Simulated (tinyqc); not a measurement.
Resistance of a tapered via with liner, size effect and interface: one step of the calculation.

A round via whose diameter grows from db at the bottom as D(z) = db + 2 z/tan(ang). The fill, of diameter D - 2 tl, starts above the bottom liner (thickness fb tl) and has rho = rho0 (1 + ks lam/(D - 2 tl)); the sidewall liner conducts in parallel with it. The bottom liner and the interface are crossed over the full area pi db^2/4. Spreading in the lines above and below is left out.

Question. Total resistance. R_fill = sum of the slices; R_bottom = rl fb tl/(pi db^2/4); R_interface = ri/(pi db^2/4); ballistic (Sharvin) limit 1/(Sb pi (db - 2 tl)^2/4); ideal cylinder rho0 hv/(pi db^2/4).

Values chosen for this exercise; fill metal close to ruthenium: diameter at the bottom db = 19 nm; height hv = 65 nm; bulk resistivity of the fill rho0 = 7.69 uohm cm; liner on the sidewall tl = 0.5 nm; liner at the bottom over that on the sidewall fb = 0.5; resistivity of the liner rl = 300 uohm cm; interface resistivity at the bottom ri = 5.3e-12 ohm cm^2; ballistic conductance per area, about 3/(4 rho0 lam) Sb = 1.5e15 S/m^2.

slice resistance, slice 0 to 7 (ohm): 3.7209269  3.5883557  3.4625949  3.3431933  3.2297361  3.1218410  3.0191558  2.9213556

Wanted: parts; R; shares; ballistic limit; ideal cylinder.

Answer.

parts (ohm): fill 26.41, bottom liner 2.645, interface 1.869
R = 30.92 ohm
shares (%): fill 85.40, bottom liner 8.55, interface 6.05
ballistic limit = 2.620 ohm
ideal cylinder = 17.63 ohm

The fill is the largest part, and R is 1.75 times the ideal cylinder. With 2000 slices R = 30.924 ohm.

Program tinyqc, `OMP_NUM_THREADS=1 python tinyqc.py 2750145 2750146 out.jsonl`; Intel Xeon 2.30GHz, shared host, one thread, about 0.01 s.
